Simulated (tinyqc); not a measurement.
# Metal-interlayer-semiconductor contact, depinning against tunnelling resistance: what changes with what

Zero bias, n-type semiconductor. Gap states at the semiconductor surface thin out as exp(-be ti), which unpins the barrier; electrons must then cross the interlayer (a rectangular barrier, no voltage drop across it) and the parabolic depleted layer, both by WKB. Energies E are counted from the Fermi level; no image force, parabolic bands.

Values chosen for this exercise; semiconductor values close to those of 4H silicon carbide; interlayer mass of the order of that in hafnium oxide, offset chosen freely: temperature T = 300 K; band gap Eg = 3.19 eV; relative permittivity eps_r = 9.83; electron affinity chi = 3.71 eV; conduction-band density of states at T Nc = 1.7e19 cm^-3; tunnelling mass in the semiconductor mt = 0.202 m0; Richardson mass mA = 0.361 m0; donor density Nd = 2.2e19 cm^-3; charge-neutrality level above the valence band E0 = 1.8 eV; pinning factor without interlayer S0 = 0.67; metal work function phiM = 3.7 eV; interlayer thickness ti = 0.3 nm; conduction-band offset of the interlayer above the semiconductor dE = 1.64 eV; tunnelling mass in the interlayer mi = 0.21 m0; decay constant of gap states through the interlayer be = 4 1/nm.

Constants: q = 1.602176634e-19 C, kB = 1.380649e-23 J/K, eps0 = 8.8541878128e-12 F/m, hbar = 1.054571817e-34 J s, h = 6.62607015e-34 J s, m0 = 9.1093837015e-31 kg, Vt = kB T/q, hbar^2/(2 m0) = 0.0380998212 eV nm^2. Results are converted to the units shown.

Each table varies one quantity; the others keep the values above.

## Contact resistivity against the interlayer thickness

S = 1/(1 + (1/S0 - 1) exp(-be ti)); phiB = S (phiM - chi) + (1 - S)(Eg - E0); xi = Ec - EF deep inside, from Nd = Nc F(-xi/Vt), F(x) = (2/sqrt(pi)) int_0^infinity sqrt(u) du/(1 + exp(u - x)); band bending U = phiB - xi; E00 = (hbar/2) sqrt(Nd/(eps0 eps_r mt m0)) in volts; A = 4 pi q mA m0 kB^2/h^3. With U = phiB - xi: for xi < E < phiB, y = (E - xi)/U and G1 = (U/E00) [sqrt(1 - y) - y ln((1 + sqrt(1 - y))/sqrt(y))], G1 = 0 above phiB; G2 = 2 ti sqrt(mi max(phiB + dE - E, 0)/C), C = hbar^2/(2 m0); f = 1/(1 + exp(E/Vt)); 1/rho_c = (A T^2/Vt^2) times the integral of exp(-G1 - G2) f over E from xi upwards. Shares under 0.001 % are printed as 0; rows without band bending are left out.

The same in every row: E00/Vt = 2.39.

Contact resistivity against the interlayer thickness:
```
ti (nm)      S  phiB (eV)  rho_c (ohm cm^2)  rho_c with G2 = 0 (ohm cm^2)  peak of the integrand (eV)  share above phiB (%)
0        0.670      0.452           2.00e-6                       2.00e-6                      0.0294                     0
0.3      0.871      0.171           2.41e-7                       3.69e-8                      0.0154                 0.818
0.6      0.957     0.0499           3.34e-7                       8.80e-9                     0.00277                  19.1
0.9      0.987    0.00859           1.42e-6                       6.44e-9                    -0.00616                  54.4
1.2      0.996   -0.00435           7.92e-6                       6.11e-9                     -0.0107                  73.8
1.5      0.999   -0.00829           4.65e-5                       6.05e-9                     -0.0123                  80.8
1.8       1.00   -0.00949           2.77e-4                       6.03e-9                     -0.0127                  83.2
2.1       1.00   -0.00984           0.00165                       6.03e-9                     -0.0127                  84.1
2.4       1.00   -0.00995           0.00985                       6.02e-9                     -0.0126                  84.6
```

As ti goes from 0 to 2.4, phiB falls from 0.452 to -0.00995 eV and rho_c goes from 2.00e-6 through a minimum of 2.41e-7 (at ti = 0.3 among the rows listed) to 0.00985 ohm cm^2. At ti = 0.3 nm rho_c is 8.31 times lower than without interlayer: up to there the falling barrier gains more than tunnelling through the layer costs, beyond it the layer dominates. The ratio of rho_c to its value with G2 = 0 runs from 1.00 to 1.64e6.

## Contact resistivity against the decay constant of gap states through the interlayer

Same model as above.

The same in every row: E00/Vt = 2.39.

Results:
```
be (1/nm)      S  phiB (eV)  rho_c (ohm cm^2)  rho_c with G2 = 0 (ohm cm^2)  peak of the integrand (eV)  share above phiB (%)
1          0.733      0.364           3.96e-6                       5.55e-7                      0.0267               0.00760
2          0.787      0.288           1.28e-6                       1.85e-7                      0.0229                0.0470
4          0.871      0.171           2.41e-7                       3.69e-8                      0.0154                 0.818
5          0.901      0.129           1.37e-7                       2.14e-8                      0.0118                  2.37
6          0.925     0.0954           8.99e-8                       1.43e-8                     0.00837                  5.60
7          0.943     0.0696           6.67e-8                       1.07e-8                     0.00513                  11.0
8          0.957     0.0499           5.42e-8                       8.80e-9                     0.00213                  18.5
```

Estimate the missing row, be = 3 1/nm.

Computed row:
```
be (1/nm)      S  phiB (eV)  rho_c (ohm cm^2)  rho_c with G2 = 0 (ohm cm^2)  peak of the integrand (eV)  share above phiB (%)
3          0.833      0.224           5.04e-7                       7.54e-8                      0.0191                 0.223
```

With this row back in the table: As be goes from 1 to 8, phiB falls from 0.364 to 0.0499 eV and rho_c falls from 3.96e-6 to 5.42e-8 ohm cm^2. The ratio of rho_c to its value with G2 = 0 runs from 7.14 to 6.16.

Numbers from tinyqc (`OMP_NUM_THREADS=1 python tinyqc.py 2270085 2270086 out.jsonl`; about 0.02 s on one thread of a shared Intel Xeon 2.30GHz).
